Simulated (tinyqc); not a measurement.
Shortcuts against the integral: sheet resistance and Hall data of a diffused or implanted layer. Computed by tinyqc, a small Python program. Command: `OMP_NUM_THREADS=1 python tinyqc.py 3031695 3031696 out.jsonl layer walk`. One thread of a shared host (Intel(R) Xeon(R) Processor @ 2.30GHz), about 0.01 s of CPU time with the checks.

Carriers are taken equal to the net active doping down to the junction (full ionisation, which deep dopants in wide-gap hosts do not reach; no spill-over, no depletion), and the Hall factor is 1.

Inputs (values chosen for the exercise, modelled on aluminium in 4H-SiC):

| quantity | value | unit |
|---|---|---|
| mu_min | 15.4 | cm^2/(V s) |
| mu_max | 122 | cm^2/(V s) |
| N_ref | 1.8e+19 | 1/cm^3 |
| exponent alpha | 0.34 | - |
| peak concentration N_0 | 3.5e+17 | 1/cm^3 |
| length scale l | 480 | nm |
| background doping N_B (opposite type) | 1.2e+16 | 1/cm^3 |

Profile: box. Activation: complete.

Constants: e = 1.602176634e-19 C.

Method:
- N(x) = N_0 down to x_j = l, dose N_0 l.
- Mobility mu = mu_min + (mu_max - mu_min)/(1 + (N_t/N_ref)^alpha), N_t = active doping + N_B; carriers n = active doping - N_B, all dopants active.
- Integrals from x_0 (0 unless stated) to x_j by the midpoint rule on 400 even intervals: 1/R_s = e int n mu dx; sheet density n_s = int n dx; Hall sheet density (int n mu dx)^2/int n mu^2 dx; Hall mobility int n mu^2 dx/int n mu dx.
- Mean conductivity 1/(R_s x_j); mean mobility 1/(e n_s R_s).
- Shortcuts: R_s = 1/(e Q mu) with the dose Q and the mobility at the (active) peak concentration; 1/(e n_s mu) with mu at N_t = n_s/x_j + N_B; 1/(e Q mu_max).

sheet resistance R_s = 3859.75 ohm

dose = 1.68e+13 1/cm^2

sheet density n_s = 1.62240e+13 1/cm^2

junction depth x_j = 480 nm

Sheet resistances:

| method | R_s (ohm) | deviation (%) |
|---|---|---|
| integral | 3859.7 | 0.000 |
| dose, mobility at the peak | 3727.4 | -3.429 |
| n_s, mobility at the mean concentration | 3852.0 | -0.202 |
| dose, mu_max | 3045.2 | -21.103 |

What does the comparison show, and why?

The closest shortcut is «n_s, mobility at the mean concentration» (-0.2 %). 

Extremes, crossings and ranges named in words are read from the listed rows.
